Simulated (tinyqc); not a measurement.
FinFET, parasitic resistance, capacitance and delay: one step of the calculation.

Nf fins under one contact; each has gated perimeter p = 2 Hf + Wf and cross-section A = Hf Wf; contact width Wc = Nf pf, stack height Hs = Hf. Contact length Lc = CPP - Lg - 2 Lsp, shared by two neighbouring gates. Source and drain sides are equal. The formulas are first-order estimates, not field solutions.

Problem. Fin currents at Vgs = Vdd, Vds = Vdd/2. One fin: I = p Q vx u/(1 + |u|^1.8)^(1/1.8), Q = Cinv n Vt ln(1 + exp((Vg' - VT + dl Vd')/(n Vt))), u = Vd' mu/(vx Lg), Vg' = Vgs - v, Vd' = Vds - 2 v, with the drop on each side v = Rc (sum of I) + Rx I. I(new) = I(out).

Values chosen for this exercise; values close to those of silicon logic devices: temperature T = 300 K; fin height Hf = 50 nm; fin width Wf = 7 nm; gate length Lg = 18 nm; inversion capacitance Cinv = 3.2 uF/cm^2; injection velocity vx = 1.1e7 cm/s; apparent mobility mu = 120 cm^2/(V s); threshold at zero drain voltage VT = 0.21 V; barrier lowering dl = 0.074 V/V; subthreshold factor n = 1.11; supply voltage Vdd = 0.7 V.

Constants: q = 1.602176634e-19 C, kB = 1.380649e-23 J/K, Vt = kB T/q. Results are converted to the units shown.

I after iteration 1 (uA): fin 1 171.02262, fin 2 171.02262, fin 3 171.02262, fin 4 171.02262
Rc = 132.52418 ohm
Rx = 251.42857 ohm

Wanted: drop v; I(out); I after iteration 2.

Solution.

drop v (mV): fin 1 133.66, fin 2 133.66, fin 3 133.66, fin 4 133.66
I(out) (uA): fin 1 59.428, fin 2 59.428, fin 3 59.428, fin 4 59.428
I after iteration 2 (uA): fin 1 59.428, fin 2 59.428, fin 3 59.428, fin 4 59.428

Numbers from tinyqc (`OMP_NUM_THREADS=1 python tinyqc.py 2170124 2170125 out.jsonl`; about 0.05 s on one thread of a shared Intel Xeon 2.30GHz).
